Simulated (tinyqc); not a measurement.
The basis set: RHF and MP2 along a ladder of basis sets, for BeH2, spin multiplicity 1. Computed by the program tinyqc with PySCF. Same geometry throughout; the dipole is taken about the origin.

Geometry (angstrom):

| atom | x | y | z |
|---|---|---|---|
| Be | 0.0000 | 0.0000 | 0.0000 |
| H | 0.0000 | 1.2520 | 0.1530 |
| H | 0.0000 | -1.2520 | 0.1530 |

RHF and frozen-core MP2 in a ladder of bases:

| basis | functions | E(RHF) (hartree) | E(MP2 corr) (hartree) | HOMO (eV) | LUMO (eV) | dipole (debye) |
|---|---|---|---|---|---|---|
| sto-3g | 7 | -15.558714 | -0.021498 | -11.7948 | 5.5461 | 0.5606 |
| 6-31g | 13 | -15.753993 | -0.027952 | -12.3674 | 2.4071 | 0.5365 |
| 6-31g** | 24 | -15.761545 | -0.049275 | -12.3056 | 2.4429 | 0.5626 |
| cc-pvdz | 24 | -15.761669 | -0.051057 | -12.3504 | 1.8702 | 0.5802 |
| cc-pvtz | 58 | -15.766526 | -0.061017 | -12.4132 | 1.5771 | 0.6070 |

Estimate the missing row, basis = 3-21g.

Computed row:
```
basis  functions  E(RHF) (hartree)  E(MP2 corr) (hartree)  HOMO (eV)  LUMO (eV)  dipole (debye)
3-21g         13        -15.667928              -0.027779   -12.3954     2.1937          0.5595
```

From cc-pVDZ to cc-pVTZ the RHF energy falls by 4.9 mhartree and the correlation energy by 10.0. If valence correlation converges as X^-3, (27 E(T) - 8 E(D))/19 gives -0.0652 hartree, a rough estimate from such small X that usually falls short; STO-3G holds about 33 % of it. Beyond STO-3G the LUMO moves by 0.9 eV and the HOMO by 0.1 eV.
